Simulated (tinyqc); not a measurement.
# Square on-chip spiral inductor, lumped pi model: two studies

Outer diameter do = di + 2 n wd + 2 (n - 1) sp, mean da = (do + di)/2, fill p = (do - di)/(do + di), length l = 4 n da. L = 2.34 mu0 n^2 da/(1 + 2.75 p), mu0 = 4 pi 1e-7 H/m. Rs = rho l/(wd delta (1 - exp(-th/delta))), delta = sqrt(rho/(pi f mu0)). Cs = n wd^2 eps0 eo/hu across the coil. At each end Cox = l wd eps0 eo/(2 ho) leads to the substrate branch Rsi = 2 rs he/(l wd) in parallel with Csi = l wd eps0 11.7/(2 he). With one end grounded Y = 1/(Rs + i w L) + i w Cs + 1/[1/(i w Cox) + 1/(1/Rsi + i w Csi)], w = 2 pi f; Q = -Im Y/Re Y. Eddy currents in neighbouring turns and in the substrate are left out.

Parameters, values chosen for the exercise; values of the order met in silicon radio-frequency processes: number of turns n = 5.5; line width wd = 15 um; space between turns sp = 3 um; inner diameter di = 60 um; metal thickness th = 2 um; metal resistivity rho = 2.2 uohm cm; oxide below the coil ho = 3.8 um; oxide between coil and underpass hu = 0.8 um; relative permittivity of the oxide eo = 4.1; substrate resistivity rs = 10 ohm cm; effective spreading depth in the substrate he = 30 um; frequency f = 1.3 GHz.

Constants: eps0 = 8.8541878128e-12 F/m. Results are converted to the units shown.

Each table varies one quantity; the others keep the values above.

## Quality factor against frequency

Apparent inductance Im(1/Y)/w; share of the loss Re(substrate branch)/Re Y.

Quality factor against frequency:
```
f (GHz),Rs (ohm),w L/Rs,Q,apparent inductance (nH),loss in the substrate (%)
0.084,2.838,0.9584,0.9575,5.154,0.001069
0.14,2.937,1.544,1.541,5.158,0.005412
0.22,3.050,2.336,2.327,5.166,0.02643
0.37,3.221,3.720,3.680,5.193,0.1802
0.6,3.432,5.661,5.473,5.262,1.100
0.98,3.718,8.536,7.520,5.449,6.487
1.6,4.102,12.63,7.672,5.970,28.90
2.6,4.616,18.24,3.906,7.404,67.32
4.3,5.344,26.06,0.5821,5.934,89.85
```

What does the table show?

Q goes from 0.957 through a maximum of 7.67 (at f = 1.6 GHz among the rows listed) to 0.582; the exact peak is 8.09 at 1.30 GHz and Q reaches zero at the self-resonance, 5.05 GHz. The share of the substrate rises from 0.00107 to 89.9 %, and the apparent inductance ends at 1.15 times L. At the peak the substrate takes 16.4 % of the loss.

## Effect of the substrate resistivity

Same model as above.

Peak Q and its frequency from a search over f; self-resonance where Im Y = 0; Q at the given f (negative beyond resonance).

The same in every row: L (nH) = 5.154; do (um) = 252.0.

Effect of the substrate resistivity:
```
rs (ohm cm),peak Q,f of the peak (GHz),self-resonance (GHz),Q at f
0.1,11.18,2.064,4.031,9.581
1,10.32,1.813,4.042,9.401
3,9.355,1.570,4.137,9.033
10,8.091,1.303,5.045,8.091
30,7.433,1.265,6.149,7.429
100,9.362,1.972,6.339,8.569
1000,14.41,3.006,6.359,10.06
10000,15.67,3.229,6.359,10.25
```

What does the comparison show?

As rs goes from 0.1 to 10000, L stays at 5.15 nH, the peak Q goes from 11.2 through a minimum of 7.43 (at rs = 30 among the rows listed) to 15.7, its frequency goes from 2.06 through a minimum of 1.27 (at rs = 30 among the rows listed) to 3.23 GHz and the self-resonance rises from 4.03 to 6.36 GHz. In this model both a very low and a very high resistivity dissipate little: the first shorts the branch to a pure Cox, the second blocks the current. For rs = 0.1, 1 eddy currents in the substrate, left out, would lower Q markedly.

Numbers from tinyqc (`OMP_NUM_THREADS=1 python tinyqc.py 2302108 2302109 out.jsonl`; about 0.01 s on one thread of a shared Intel Xeon 2.30GHz).
